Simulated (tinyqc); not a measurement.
A run and its error bars: classical Heisenberg spin chain: exact results, Metropolis, heat-bath and over-relaxation steps, and a Monte Carlo run. Computed by tinyqc, a small Python program. Command: `OMP_NUM_THREADS=1 python tinyqc.py 3130257 3130258 out.jsonl heismc walk`. One thread of a shared host (Intel(R) Xeon(R) Processor @ 2.30GHz), about 0.3 s of CPU time with the checks.

E = -J sum_i s_i . s_(i+1) for unit vectors s_i on an open chain; K = J/(k_B T).

Inputs (values chosen for the exercise, for a model chain of large moments): coupling J = -27 meV; temperature T = 97.1 K; moment mu = 4.2 mu_B; length N of the open chain = 12; seed = 465024.

Update: heat bath with over-relaxation.

Constants: k_B = 8.617333262e-05 eV/K; mu_B = 5.7883818060e-05 eV/T.

Method:
- Each bond angle is independent, so u = <s_i . s_(i+1)> = coth K - 1/K, <s_i . s_(i+n)> = u^n, correlation length xi = -1/ln|u|, energy per bond -J u, heat capacity per bond c/k_B = 1 - K^2/sinh^2 K, and for the long chain chi = mu^2 (1 + u)/(3 k_B T (1 - u)) per spin.
- For N spins, <|sum s|^2>/N = (1 + u)/(1 - u) - 2 u (1 - u^N)/(N (1 - u)^2); the long chain has (1 + u)/(1 - u), chi over the Curie value, and the difference is relative to it.
- From the ordered state (alternating for J < 0), with each spin drawn from exp(h . s), h = K x sum of neighbours, 200 sweeps are discarded and 1600 recorded (even and odd sites in turn, each heat-bath sweep followed by two sweeps of reflections; random numbers not printed, so these rows are one sample). Errors are the scatter of block means over sqrt(number of blocks).

K = -3.22680

u = -0.693250

<|sum s|^2>/N = 0.220963

Blocking:
```
block length  mean bond product      error  <|sum s|^2>/N      error
1                      -0.69616  0.0022320        0.21522  0.0043963
4                      -0.69616  0.0023674        0.21522  0.0043195
16                     -0.69616  0.0022950        0.21522  0.0042680
40                     -0.69616  0.0025271        0.21522  0.0044586
80                     -0.69616  0.0025121        0.21522  0.0046210
```

With blocks of 40 the bond product is 1.2 error bars from the exact u = -0.6932, and <|sum s|^2>/N is 1.3 from the exact 0.221. Blocking to 40 changes the two errors by factors 1.1 and 1.0.
